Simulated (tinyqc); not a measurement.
# Single-photon avalanche diode, trigger probability and counting: effects of single changes

A multiplication layer of width W with the uniform field V/W; alpha = an exp(-bn/E) for electrons, beta = ap exp(-bp/E) for holes (local model, no dead space). a = alpha W, b = beta W. Electrons enter at x = 0, holes at x = W. P0 is the probability that an electron entering at 0 starts a lasting avalanche, PW the same for a hole entering at W.

Inputs (values chosen for the exercise); ionisation coefficients close to those of indium phosphide:
- an = 1.12e7 1/cm (electron prefactor)
- bn = 3.09 MV/cm (electron field)
- ap = 4.73e6 1/cm (hole prefactor)
- bp = 2.59 MV/cm (hole field)
- W = 1.5 um (width of the multiplication layer)
- eta = 0.26 (probability that a photon makes a pair that enters the layer)
- Gd = 11000 1/s (thermal generation rate in the layer)
- td = 50 ns (dead time)
- Cd = 120 fF (diode capacitance)
- Rq = 100 kohm (quench resistance)
- pa = 1.3e-7 (trapping probability per avalanche carrier)
- tt = 15 ns (trap release time)
- nph = 1.1e6 1/s (photon rate)

Constants: q = 1.602176634e-19 C. Results are converted to the units shown.

Each table varies one quantity; the others keep the values above.

## Effect of the excess bias

Breakdown: ln(a/b) = a - b with a not equal to b. Above it PW/(1 - PW) = [P0/(1 - P0)] exp(b - a) and b ln(1 - P0) = a ln(1 - PW); the mean over pairs made evenly in the layer is Pm = ln[(1 - PW)/(1 - P0)]/(a - b). PDP = eta P0; dark counts Gd Pm; avalanche charge Cd Vx/q; afterpulse probability pa (Cd Vx/q) exp(-td/tt) Pm; true rate n = nph PDP + dark counts; measured n/(1 + n td) (non-paralysable) or n exp(-n td) (paralysable); recharge time Rq Cd.

Effect of the excess bias:

| Vx (V) | Vx/VB (%) | P0 | PW | Pm | PDP | dark counts (1/s) | afterpulse (%) |
|---|---|---|---|---|---|---|---|
| 0.61 | 1.0025 | 0.10977 | 0.15329 | 0.13050 | 0.028540 | 1435.5 | 0.027651 |
| 0.96 | 1.5778 | 0.16795 | 0.22995 | 0.19773 | 0.043666 | 2175.0 | 0.065932 |
| 1.5 | 2.4652 | 0.25130 | 0.33436 | 0.29167 | 0.065338 | 3208.4 | 0.15197 |
| 2.4 | 3.9444 | 0.37435 | 0.47708 | 0.42518 | 0.097332 | 4676.9 | 0.35444 |
| 3.8 | 6.2453 | 0.53136 | 0.63984 | 0.58630 | 0.13815 | 6449.3 | 0.77387 |
| 6.1 | 10.025 | 0.71662 | 0.80459 | 0.76248 | 0.18632 | 8387.2 | 1.6156 |
| 9.7 | 15.942 | 0.88138 | 0.92623 | 0.90539 | 0.22916 | 9959.3 | 3.0505 |
| 15 | 24.652 | 0.97401 | 0.98414 | 0.97948 | 0.25324 | 10774 | 5.1033 |
| 24 | 39.444 | 0.99919 | 0.99931 | 0.99925 | 0.25979 | 10992 | 8.3301 |

What does the comparison show, and why?

VB is 60.85 V. P0 rises from 0.110 to 0.999 and PW rises from 0.153 to 0.999; P0 goes as Vx^(0.94) at the start and Vx^(0.05) at the end. Holes trigger better in every row. The afterpulse probability keeps growing, as Vx^(1.04) at the end, because the avalanche charge grows with Vx. For Vx = 24 the excess bias passes a quarter of VB, where tunnelling adds dark counts that are left out here.

## Effect of the width of the multiplication layer

Same model as above.

The excess bias is 10 % of VB in every row.

Effect of the width of the multiplication layer:

| W (um) | VB (V) | E at VB (MV/cm) | beta/alpha at VB | P0 | PW |
|---|---|---|---|---|---|
| 0.15 | 9.077 | 0.6052 | 0.9649 | 0.6236 | 0.5830 |
| 0.25 | 13.64 | 0.5457 | 1.056 | 0.6499 | 0.6392 |
| 0.41 | 20.43 | 0.4983 | 1.152 | 0.6717 | 0.6900 |
| 0.67 | 30.73 | 0.4587 | 1.256 | 0.6904 | 0.7366 |
| 1.1 | 46.70 | 0.4245 | 1.371 | 0.7067 | 0.7793 |
| 1.8 | 71.15 | 0.3953 | 1.496 | 0.7205 | 0.8173 |
| 3 | 110.7 | 0.3689 | 1.638 | 0.7328 | 0.8521 |
| 5 | 172.9 | 0.3458 | 1.793 | 0.7433 | 0.8821 |

As W grows, VB rises from 9.08 to 173 V, as W^(0.84) on average, the breakdown field falls from 0.605 to 0.346 MV/cm and beta/alpha rises from 0.965 to 1.79. At equal relative excess P0 rises from 0.624 to 0.743 and PW rises from 0.583 to 0.882. For W = 0.15, 0.25 dead space and band-to-band tunnelling, left out here, matter.

tinyqc, about 0.01 s, one thread, Intel Xeon 2.30GHz (shared host): `OMP_NUM_THREADS=1 python tinyqc.py 2630101 2630102 out.jsonl`
